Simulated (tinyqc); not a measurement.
# Junctionless gate-all-around wire, depletion approximation: two studies

A uniformly doped n-type wire of radius R under a surrounding gate; long channel. Below flat band a shell from radius rc to R is fully depleted and the neutral core, at channel potential V (0 at the source, Vd at the drain), carries the current with constant mobility; s = (rc/R)^2 is the share of the cross-section that conducts. The edge of the depleted shell is taken as abrupt, so there is no subthreshold current.

Inputs (values chosen for the exercise); material values those of a made-up semiconductor: relative permittivity of the semiconductor eps_r = 14; relative permittivity of the gate insulator eox = 9; insulator thickness tox = 8.4 nm; wire radius R = 30 nm; donor density Nd = 1.5e18 cm^-3; flat-band voltage Vfb = 0.55 V; effective mobility in the wire mu = 61 cm^2/(V s); gate length L = 0.05 um; drain voltage Vd = 0.05 V.

Constants: q = 1.602176634e-19 C, eps0 = 8.8541878128e-14 F/cm where lengths are in cm. Results are converted to the units shown.

Each table varies one quantity; the others keep the values above.

## Effect of the donor density on the threshold

Cox = eps0 eox/(R ln(1 + tox/R)); A = q Nd R^2/(4 eps0 eps_r); B = q Nd R/(2 Cox); VT = Vfb - A - B. The flat-band conductance is G0 = q mu Nd pi R^2/L.

The same in every row: Cox (uF/cm^2) = 1.0760.

Result of one run:
```
Nd (cm^-3),A (V),B (V),VT (V),G0 (uS)
5.4e17,0.15704,0.12061,0.27235,29.844
```

What becomes of these results when the donor density Nd is changed from 5.4e17 to 4.5e18 cm^-3, all else the same?

Result of the changed run:
```
Nd (cm^-3),A (V),B (V),VT (V),G0 (uS)
4.5e18,1.3087,1.0051,-1.7637,248.70
```

The whole series:
```
Nd (cm^-3),A (V),B (V),VT (V),G0 (uS)
1.9e17,0.055255,0.042436,0.45231,10.501
3.2e17,0.093061,0.071471,0.38547,17.685
5.4e17,0.15704,0.12061,0.27235,29.844
9.2e17,0.26755,0.20548,0.076970,50.845
1.6e18,0.46530,0.35736,-0.27266,88.427
2.6e18,0.75612,0.58071,-0.78682,143.69
4.5e18,1.3087,1.0051,-1.7637,248.70
```

As Nd goes from 1.9e17 to 4.5e18 cm^-3, VT falls from 0.452 to -1.76 V and G0 rises from 10.5 to 249 uS. A + B goes on average as Nd^(1.00). The device is normally off (VT > 0) in 4 of the 7 rows. More conductance costs threshold voltage: the same dopants that conduct must be depleted.

## Transfer curve

s solves Vfb - Vg + V = A (1 - s + s ln s) + B (1 - s), and s = 0 where the left side exceeds A + B. I = (q mu Nd pi R^2/L)[g(s0) - g(sL)], g = A (s^2/4 - (s^2/2) ln s) + B s^2/2, with s0 at V = 0 and sL at V = Vd.

Result of one run:
```
Vg (V),s0,rc at the source (nm),sL,I (uA)
0.1,0.22633,14.272,0.17795,0.83617
```

What becomes of these results when the gate voltage Vg is changed from 0.1 to 0.53 V, all else the same?

Result of the changed run:
```
Vg (V),s0,rc at the source (nm),sL,I (uA)
0.53,0.94250,29.125,0.81489,3.6350
```

The whole series:
```
Vg (V),s0,rc at the source (nm),sL,I (uA)
-0.16,0.025895,4.8276,0.0034682,0.058167
-0.07,0.080978,8.5370,0.048388,0.26648
0.01,0.14269,11.332,0.10276,0.50712
0.1,0.22633,14.272,0.17795,0.83617
0.19,0.32651,17.142,0.26867,1.2316
0.27,0.43185,19.715,0.36406,1.6472
0.36,0.57322,22.713,0.49133,2.2032
0.44,0.72582,25.558,0.62699,2.7994
0.53,0.94250,29.125,0.81489,3.6350
```

Between VT = -0.221 V and flat band, the core radius rises from 4.83 to 29.1 nm and the current rises from 0.0582 to 3.64 uA. The drain end is pinched off in 0 of the 9 rows. ds0/dVg is 0.612 1/V between the first two rows and 2.41 1/V between the last two: the gate acts more strongly when the depleted shell between it and the core is thin. At Vg = -0.16 V the core at the source is under two Debye lengths (at 300 K) in radius, so the abrupt edge fails.

tinyqc, about 0.01 s, one thread, Intel Xeon 2.30GHz (shared host): `OMP_NUM_THREADS=1 python tinyqc.py 2460012 2460013 out.jsonl`
